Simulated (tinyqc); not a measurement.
Empirical pseudopotential in a few plane waves, step by step. Computed by tinyqc, a small Python program that keeps every step. Settings: plane-wave index or count = 15. Command: `OMP_NUM_THREADS=1 python tinyqc.py 30640 30641 out.jsonl` (the two numbers bound the seeds that draw the settings). One thread of a shared host (Intel(R) Xeon(R) Processor @ 2.60GHz), about 0.2 s of CPU time with the checks.

## Bloch Hamiltonian at k

Parameters chosen for this model: fcc lattice, atoms at +/- a/8 (1,1,1); form factors in rydberg at |G|^2 in units of (2 pi/a)^2:

| parameter | value | unit |
|---|---|---|
| a | 5.940000 | angstrom |
| VS(3) | -0.229000 | Ry |
| VS(8) | 0.004000 | Ry |
| VS(11) | 0.064000 | Ry |
| VA(3) | 0.120000 | Ry |
| VA(4) | 0.028000 | Ry |
| VA(11) | 0.015000 | Ry |
| hbar^2/2m (2 pi/a)^2 | 4.262945 | eV |

k point k (2 pi / a): -0.200000  0.010000  0.480000

Basis: the 15 shortest G (labels in 2 pi/a), the same at every k. H(G,G') = c |k + G|^2 delta + VS(|G-G'|^2) cos((G-G').tau) + i VA sin((G-G').tau), tau = a/8 (1,1,1); 1 Ry = 13.605693 eV.

H(k) at k (eV), lower triangle (Hermitian):
```
                     +0+0+0               -1-1-1               -1-1+1               -1+1-1
+0+0+0             1.153127
-1-1-1   2.203135-1.154481i            11.469455
-1-1+1  -2.203135-1.154481i   0.000000+0.380959i            19.654310
-1+1-1  -2.203135-1.154481i   0.000000+0.380959i             0.054423            11.639972
-1+1+1  -2.203135+1.154481i            -0.054423   0.000000+0.380959i   0.000000+0.380959i
+1-1-1  -2.203135-1.154481i   0.000000+0.380959i             0.054423             0.054423
+1-1+1  -2.203135+1.154481i            -0.054423   0.000000+0.380959i             0.000000
+1+1-1  -2.203135+1.154481i            -0.054423             0.000000   0.000000+0.380959i
+1+1+1   2.203135+1.154481i             0.000000            -0.054423            -0.054423
-2+0+0   0.000000-0.380959i  -2.203135+1.154481i  -2.203135-1.154481i  -2.203135-1.154481i
+0-2+0   0.000000-0.380959i  -2.203135+1.154481i  -2.203135-1.154481i   0.615723-0.144310i
+0+0-2   0.000000-0.380959i  -2.203135+1.154481i   0.615723-0.144310i  -2.203135-1.154481i
+0+0+2   0.000000+0.380959i  -0.615723-0.144310i   2.203135+1.154481i  -0.615723+0.144310i
+0+2+0   0.000000+0.380959i  -0.615723-0.144310i  -0.615723+0.144310i   2.203135+1.154481i
+2+0+0   0.000000+0.380959i  -0.615723-0.144310i  -0.615723+0.144310i  -0.615723+0.144310i

                     -1+1+1               +1-1-1               +1-1+1               +1+1-1
-1+1+1            19.824828
+1-1-1             0.000000             8.059098
+1-1+1             0.054423   0.000000+0.380959i            16.243953
+1+1-1             0.054423   0.000000+0.380959i             0.054423             8.229616
+1+1+1   0.000000+0.380959i            -0.054423   0.000000+0.380959i   0.000000+0.380959i
-2+0+0   2.203135-1.154481i   0.615723-0.144310i  -0.615723-0.144310i  -0.615723-0.144310i
+0-2+0  -0.615723-0.144310i  -2.203135-1.154481i   2.203135-1.154481i  -0.615723-0.144310i
+0+0-2  -0.615723-0.144310i  -2.203135-1.154481i  -0.615723-0.144310i   2.203135-1.154481i
+0+0+2  -2.203135+1.154481i  -0.615723+0.144310i  -2.203135+1.154481i   0.615723+0.144310i
+0+2+0  -2.203135+1.154481i  -0.615723+0.144310i   0.615723+0.144310i  -2.203135+1.154481i
+2+0+0   0.615723+0.144310i   2.203135+1.154481i  -2.203135+1.154481i  -2.203135+1.154481i

                     +1+1+1     -2+0+0     +0-2+0     +0+0-2
+1+1+1            16.414471
-2+0+0  -0.615723+0.144310i  21.615265
+0-2+0  -0.615723+0.144310i   0.054423  18.034391
+0+0-2  -0.615723+0.144310i   0.054423   0.054423  10.020053
+0+0+2  -2.203135-1.154481i  -0.054423  -0.054423   0.000000
+0+2+0  -2.203135-1.154481i  -0.054423   0.000000  -0.054423
+2+0+0  -2.203135-1.154481i   0.000000  -0.054423  -0.054423

           +0+0+2     +0+2+0     +2+0+0
+0+0+2  26.389764
+0+2+0   0.054423  18.375426
+2+0+0   0.054423   0.054423  14.794552
```

## Levels at k

Diagonalise the Hermitian matrix.

eigenvalues (eV): -3.222841  5.113073  7.106331  7.635127  11.536316  12.588653  14.195272  14.966996  16.274878  18.101359  19.158881  21.201089  23.304607  24.784568  29.173974

## Bands along a path

The same steps at evenly spaced points between the labelled ones.

Bands along the path (eV), lowest eight:

| k | band 1 | band 2 | band 3 | band 4 | band 5 | band 6 | band 7 | band 8 |
|---|---|---|---|---|---|---|---|---|
| L | -2.443586 | 3.381776 | 7.895194 | 7.895194 | 10.033105 | 13.964161 | 13.964161 | 16.934449 |
| L-G 0.20 | -2.811707 | 3.848339 | 7.842423 | 7.842423 | 10.096405 | 13.857528 | 13.857528 | 16.486572 |
| L-G 0.40 | -3.239866 | 4.774604 | 7.922133 | 7.922133 | 10.372015 | 13.808446 | 13.808446 | 14.956685 |
| L-G 0.60 | -3.610051 | 6.006327 | 8.091236 | 8.091236 | 10.754962 | 13.378824 | 13.570053 | 13.570053 |
| L-G 0.80 | -3.853412 | 7.385374 | 8.271017 | 8.271017 | 10.587875 | 12.689254 | 13.174640 | 13.174640 |
| G | -3.937636 | 8.351413 | 8.351413 | 8.351413 | 9.835050 | 12.985678 | 12.985678 | 12.985678 |
| G-X 0.20 | -3.825242 | 7.313152 | 8.124538 | 8.124538 | 10.948143 | 12.202358 | 13.438860 | 13.438860 |
| G-X 0.40 | -3.499347 | 5.910286 | 7.660530 | 7.660530 | 11.221044 | 12.332669 | 14.576592 | 14.576592 |
| G-X 0.60 | -3.000244 | 4.654387 | 7.248564 | 7.248564 | 10.511109 | 12.440565 | 15.809978 | 16.101524 |
| G-X 0.80 | -2.421064 | 3.679148 | 7.032601 | 7.032601 | 10.094485 | 11.934380 | 17.636264 | 17.874742 |
| X | -1.946457 | 3.187949 | 7.075855 | 7.075855 | 9.947554 | 11.824603 | 19.756830 | 19.860397 |

With 4 band(s) filled, the highest filled level on these points lies at G and the lowest empty one at G: a gap of 1.4836 eV, direct. This holds for the small fixed basis; with all plane waves up to |k + G|^2 = 21 (2 pi/a)^2 the gap along the path is 1.89 eV.

## Convergence with the number of plane waves

Levels at G counted from the fourth one.

Levels (eV):

| plane waves | level 1 | level 5 | level 8 |
|---|---|---|---|
| 9 | -15.601862 | 0.761919 | 1.322079 |
| 15 | -12.289048 | 1.483638 | 4.634265 |
| 27 | -11.471442 | 1.879078 | 4.688981 |
| 51 | -11.174259 | 1.827692 | 5.006008 |
| 59 | -11.160918 | 1.876262 | 4.813546 |
| 65 | -11.166154 | 1.873919 | 4.788848 |
| 89 | -11.152047 | 1.874207 | 4.793328 |
